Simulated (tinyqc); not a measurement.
Hole mobility in a silicon inversion layer, empirical terms and Matthiessen rule: two steps of the calculation.

Inversion layer of sheet density Ns on a uniformly doped body. The mobility terms are empirical power laws with prefactors chosen for the exercise; adding their inverses (Matthiessen) is itself an approximation.

Parameters, values chosen for the exercise; material values close to those of silicon:
- T = 250 K (temperature)
- Eg = 1.1 eV (band gap)
- eps_r = 11.5 (relative permittivity of the semiconductor)
- Nc = 2.15e19 cm^-3 (conduction-band density of states at T)
- Nv = 2.04e19 cm^-3 (valence-band density of states at T)
- Nb = 8.1e16 cm^-3 (body doping)
- Vsb = 0 V (reverse body bias)
- eta = 0.3333 (weight of the inversion charge in the effective field)
- Ap = 131 cm^2/(V s) (phonon-limited mobility at 1 MV/cm and 300 K)
- As = 532 cm^2/(V s) (roughness-limited mobility at 1 MV/cm)
- gs = 1.3 (exponent of the roughness term)
- Ac = 1600 cm^2/(V s) (Coulomb prefactor)
- Nit = 9.2e10 cm^-2 (charge at the interface)
- Ns = 9.8e11 cm^-2 (inversion density)

Constants: q = 1.602176634e-19 C, kB = 1.380649e-23 J/K, Vt = kB T/q, eps0 = 8.8541878128e-14 F/cm where lengths are in cm. Results are converted to the units shown.

Problem 1. Depletion charge and effective field. ni = sqrt(Nc Nv) exp(-Eg/(2 Vt)), Eg in volts; Ndep = sqrt(2 eps0 eps_r Nb (2 Vt ln(Nb/ni) + Vsb)/q); E = q (Ndep + eta Ns)/(eps0 eps_r), in MV/cm.

Wanted: ni; Ndep; E.

Solution 1.

ni = 1.712e8 cm^-3
Ndep = 9.413e11 cm^-2
E = 0.1995 MV/cm

The depletion charge gives 74.2 % of the field.

Problem 2. Mobility terms and their sum. With t = T/(300 K): muC = Ac (Ns/1e12 cm^-2) t/(Nb/1e17 cm^-3 + Nit/1e11 cm^-2), muP = Ap E^(-1/3) t^(-1.75), muS = As E^(-gs); 1/mu is the sum of the inverses.

E = 0.19951170 MV/cm

Wanted: terms; mu; shares of 1/mu.

Solution 2.

terms (cm^2/(V s)): Coulomb 755.3, phonon 308.4, roughness 4325
mu = 208.5 cm^2/(V s)
shares of 1/mu (%): Coulomb 27.60, phonon 67.58, roughness 4.820

The phonon term limits most.

Numbers from tinyqc (`OMP_NUM_THREADS=1 python tinyqc.py 2510165 2510166 out.jsonl`; about 0.01 s on one thread of a shared Intel Xeon 2.30GHz).
